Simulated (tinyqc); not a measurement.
Double-gate transistor below threshold, two-dimensional Poisson equation on a small mesh: effect of the relative permittivity of the insulator.

Half of a symmetric double-gate structure: row 0 is the mid-plane of the body, where the normal field vanishes. Mobile charge is neglected (subthreshold), the body is fully depleted, and potentials are counted from the intrinsic level; rows run upward to the gate, columns from source to drain.

Mesh: rows i = 0..12 in the semiconductor (step hs = tb/12, row 12 on the interface), then 8 step(s) ho = tox/8 up to the gate row 20; columns j = 0..80 (step hy = L/80). Box integration, divided by eps0: up_i = eps hy/h of the interval above row i, dn_i = that of the interval below (0 for row 0), lat_i = (sum of eps h/2 over the intervals above and below)/hy, s_i = -q Na w_i hy/eps0 with w_i the semiconductor height of the box (hs/2 for row 0 and the interface row, hs between, 0 in the insulator). Each free node obeys (up + dn + 2 lat) psi = up psi(above) + dn psi(below) + lat [psi(left) + psi(right)] + s. Fixed values: gate row Vg - Vfb; column 0 at Vbi and the last column at Vbi + Vd in the semiconductor, each running linearly to Vg - Vfb across the insulator. The system is solved directly. On row 0 the minimum of psi and its place come from a parabola through the three lowest nodes; barrier = Vbi - minimum, swing = Vt ln 10/(d psi/dVg), DIBL = (d psi/dVd)/(d psi/dVg) there. Lambda = pi/k with k the smallest positive root of tan(k tox) tan(k tb) = eox/eps_r.

Parameters, values chosen for the exercise; semiconductor permittivity close to that of silicon:
```
symbol  value   unit                                     meaning
T         300      K                                 temperature
eps_r    11.7         relative permittivity of the semiconductor
tb          8     nm                     half the body thickness
tox       1.1     nm                         insulator thickness
L          56     nm                              channel length
Na          0  cm^-3       acceptor density of the depleted body
Vbi      0.49      V                     potential of the source
Vfb      0.07      V                                 gate offset
Vg          0      V                                gate voltage
Vd        0.3      V                               drain voltage
```

Constants: q = 1.602176634e-19 C, kB = 1.380649e-23 J/K, Vt = kB T/q, eps0 = 8.8541878128e-14 F/cm where lengths are in cm. Results are converted to the units shown.

Results:
```
eox  L/Lambda  barrier (V)  place y/L  swing (mV/decade)  DIBL (mV/V)
3.9     2.520       0.5282     0.4729              62.45        19.38
5.9     2.766       0.5378     0.4753              61.54        13.34
8.8     2.963       0.5434     0.4769              61.02        9.906
13      3.114       0.5467     0.4780              60.72        7.880
30      3.320       0.5502     0.4794              60.39        5.753
```

Estimate the missing row, eox = 20.

Computed row:
```
eox  L/Lambda  barrier (V)  place y/L  swing (mV/decade)  DIBL (mV/V)
20      3.237       0.5490     0.4789              60.51        6.528
```

With this row back in the table: As eox goes from 3.9 to 30, the barrier rises from 0.528 to 0.550 V, the swing falls from 62.5 to 60.4 mV a decade and DIBL falls from 19.4 to 5.75 mV/V; the ideal swing is 59.5. L/Lambda goes from 2.5 to 3.3.

Program tinyqc, `OMP_NUM_THREADS=1 python tinyqc.py 2480025 2480026 out.jsonl`; Intel Xeon 2.30GHz, shared host, one thread, about 0.09 s.
